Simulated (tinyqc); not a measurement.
The solidus: solid solubility of a dopant against its melt (retrograde solidus), clustering and the electrically active fraction. Computed by tinyqc, a small Python program. Command: `OMP_NUM_THREADS=1 python tinyqc.py 3031735 3031736 out.jsonl retro walk`. One thread of a shared host (Intel(R) Xeon(R) Processor @ 2.30GHz), about 0.01 s of CPU time with the checks.

Inputs (values chosen for the exercise, of the order of those of gallium in silicon for the solubility):
```
quantity                                   value    unit
melting point of the host T_m               1687       K
heat of melting of the host H_f             50.2  kJ/mol
interaction L of the melt                    3.1  kJ/mol
enthalpy of transfer from melt to solid H  0.658      eV
entropy of transfer S                      -0.34     k_B
site density N0                            5e+22  1/cm^3
```

Constants: R = 8.314462618 J/(mol K); k_B = 8.617333262e-05 eV/K; e = 1.602176634e-19 C; N_A = 6.02214076e+23 1/mol.

Method. x_l and x_s are atom fractions of the dopant in melt and solid; the solid is dilute. Liquidus of the host: R T ln(1 - x_l) + L x_l^2 = -H_f (1 - T/T_m). Distribution: k = x_s/x_l = exp[L (1 - x_l)^2/(R T)] exp(S/k_B - H/(k_B T)), the first factor being the activity coefficient in the melt. Solubility = x_s N0; at T_m x_l = 0. The largest x_s N0 between 900 K and T_m. For an ideal melt with constant heats the maximum has x_l = H_f/(H + H_f), H in the same units.

largest solubility = 9.38089e+19 1/cm^3

temperature of the maximum = 1464.55 K

Against temperature:
```
T (K)      x_l          k  solubility (1/cm^3)  over the maximum
1000   0.93840  0.0003442           1.6149e+19           0.17214
1100   0.88653  0.0006911           3.0633e+19           0.32655
1200   0.80907  0.0012410           5.0204e+19           0.53517
1300   0.70068  0.0020540           7.1959e+19           0.76708
1400   0.55808  0.0032080           8.9516e+19           0.95423
1500   0.38283  0.0048159           9.2182e+19           0.98266
1580   0.22451  0.0065332           7.3340e+19           0.78180
1640   0.09951  0.0081347           4.0475e+19           0.43146
1675   0.02545  0.0092118           1.1724e+19           0.12498
```

What follows from these numbers?

Between the first rows the Arrhenius energy of the solubility is 0.61 eV, against H = 0.658 eV; it shrinks to zero at 1465 K and turns negative beyond. A crystal saturated at the maximum precipitates dopant-rich liquid on cooling and on heating alike. Below a eutectic or compound temperature another phase would set the limit.

Extremes, crossings and ranges named in words are read from the listed rows.
